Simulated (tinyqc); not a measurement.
Inside a calculation. Model: interface traps from C-V curves, high-low and Terman methods.

tinyqc, about 0.01 s, one thread, Intel Xeon 2.30GHz (shared host): `OMP_NUM_THREADS=1 python tinyqc.py 2030103 2030104 out.jsonl` Printed values are rounded.

MOS capacitor on an n-type substrate; psi is the band bending, negative in depletion; only majority carriers are counted. At the bending psi the Fermi level lies y = xi - psi below the conduction edge at the surface, xi = Vt ln(Nc/Nd). Dit(y) = D0 + D1 exp(-y/E1); traps fill up to the Fermi level, follow the bias and a slow signal, and do not follow a fast one. V is the gate voltage from flat band.

Parameters, values chosen for the exercise; band and dielectric values close to those of gallium nitride:
```
symbol    value         unit                                   meaning
T           200            K                               temperature
eps_r      9.38                                  relative permittivity
Nc      1.23e18        cm^-3    conduction-band density of states at T
Nd       1.9e16        cm^-3                             donor density
EOT         5.5           nm                equivalent oxide thickness
D0       2.7e12  cm^-2 eV^-1       trap density far from the band edge
D1       7.6e13  cm^-2 eV^-1  band-tail density at the conduction edge
E1         0.19           eV                  decay energy of the tail
n             9                                                 points
pa         -0.9            V                      deepest band bending
pb       -0.026            V                   shallowest band bending
```

Constants: q = 1.602176634e-19 C, kB = 1.380649e-23 J/K, Vt = kB T/q, eps0 = 8.8541878128e-14 F/cm where lengths are in cm. Results are converted to the units shown.

Range of the model: Traps more than about 25 kB T below the conduction edge emit electrons too slowly to follow an ordinary sweep, so the deepest points are idealised.

## The curves

Cox = 3.9 eps0/EOT, LD = sqrt(eps0 eps_r Vt/(q Nd)), u = psi/Vt, Cd = (eps0 eps_r/(sqrt(2) LD)) |exp(u) - 1|/sqrt(exp(u) - u - 1). Ideal V0 = psi - sqrt(2) (eps0 eps_r Vt/LD) sqrt(exp(u) - u - 1)/Cox for psi < 0; the traps add dV = (q/Cox) times the integral of Dit from 0 to psi = (q/Cox) [D0 psi + D1 E1 exp(-xi/E1) (exp(psi/E1) - 1)]. 1/C_HF = 1/Cox + 1/Cd, 1/C_LF = 1/Cox + 1/(Cd + q Dit). Take n equally spaced psi from pa to pb.

```
point    psi (V)    y (eV)  Dit (cm^-2 eV^-1)    V0 (V)     V (V)  C_HF (nF/cm^2)  C_LF (nF/cm^2)
0      -0.900000  0.971874         3.15640e12  -1.00641  -4.12868         35.6905         291.332
1      -0.790750  0.862624         3.51108e12  -0.89036  -3.92016         37.9803         307.575
2      -0.681500  0.753374         4.14139e12  -0.77381  -3.69777         40.7895         332.570
3      -0.572250  0.644124         5.26153e12  -0.65663  -3.45101         44.3530         368.263
4      -0.463000  0.534874         7.25218e12  -0.53862  -3.16120         49.0888         413.962
5      -0.353750  0.425624         1.07898e13  -0.41945  -2.79524         55.8391         464.811
6      -0.244500  0.316374         1.70767e13  -0.29849  -2.29419         66.6619         513.200
7      -0.135250  0.207124         2.82492e13  -0.17416  -1.55287         88.8177         552.864
8      -0.026000  0.097874         4.81042e13  -0.03870  -0.37945         177.205         581.910
```

Cox = 627.842 nF/cm^2

At the deepest bending the traps stretch the gate voltage from -1.01 to -4.13 V.

## High-low extraction

q Dit = (1/C_LF - 1/Cox)^(-1) - (1/C_HF - 1/Cox)^(-1) at each point.

Dit by high-low, point 0 to 8 (cm^-2 eV^-1): 3.15640e12  3.51108e12  4.14139e12  5.26153e12  7.25218e12  1.07898e13  1.70767e13  2.82492e13  4.81042e13

With a true high-frequency curve this returns Dit exactly.

## Terman extraction

psi at each point follows from C_HF and the ideal curve. Dit = (Cox/q) d(V - V0)/dpsi by central differences over the two neighbours.

Dit by Terman, point 1 to 7 (cm^-2 eV^-1): 3.55651e12  4.22214e12  5.40504e12  7.50720e12  1.12430e13  1.78821e13  2.96805e13

The differences overstate the curved tail; the largest error is 5.1 %, at point 7.
